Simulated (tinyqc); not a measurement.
Disorder broadening of a flat band (such as a Landau level) in the self-consistent Born approximation: two steps of the calculation.

The local Green function is G = g0(z - Sigma) with z = E + i eta and g0(z) = 1/z; the self-energy is Sigma = D G. The density of states is -Im G/pi.

Values chosen for this exercise:
- D = 2.1 eV^2 (variance of the random potential)
- eta = 0.55 eV (bare broadening)
- E = -1.461 eV (energy from the band centre)
- mix = 0.7 (mixing)

Constants: q = 1.602176634e-19 C, hbar = 1.054571817e-34 J s. Results are converted to the units shown.

Question 1. Born step. G = g0(z - Sigma), Sigma(out) = D G, Sigma(new) = Sigma + mix (Sigma(out) - Sigma).

Sigma after iteration 2 = -1.0296615-1.2635010i eV

Wanted: G; Sigma(out); Sigma after iteration 3.

Answer 1.

G = -0.1241-0.5219i 1/eV
Sigma(out) = -0.261-1.096i eV
Sigma after iteration 3 = -0.491-1.146i eV

Question 2. Density of states and lifetime. G = Sigma/D, density of states -Im G/pi, lifetime hbar/(2 |Im Sigma|); without disorder the density of states is -Im g0(z)/pi. Closed form: G = (z - sqrt(z^2 - 4 D))/(2 D) with the root that gives Im G < 0; for eta -> 0 a semi-ellipse of half-width 2 sqrt(D).

converged Sigma = -0.5748721-1.0158194i eV

Wanted: density of states; lifetime; density of states without disorder.

Answer 2.

density of states = 0.1540 1/eV
lifetime = 0.3240 fs
density of states without disorder = 0.07184 1/eV

Disorder makes the density of states at this energy 2.14 times the clean value.

Range of the model: The self-consistent Born approximation misses band tails from rare fluctuations and localisation.

Program tinyqc, `OMP_NUM_THREADS=1 python tinyqc.py 2720045 2720046 out.jsonl`; Intel Xeon 2.30GHz, shared host, one thread, about 0.01 s.
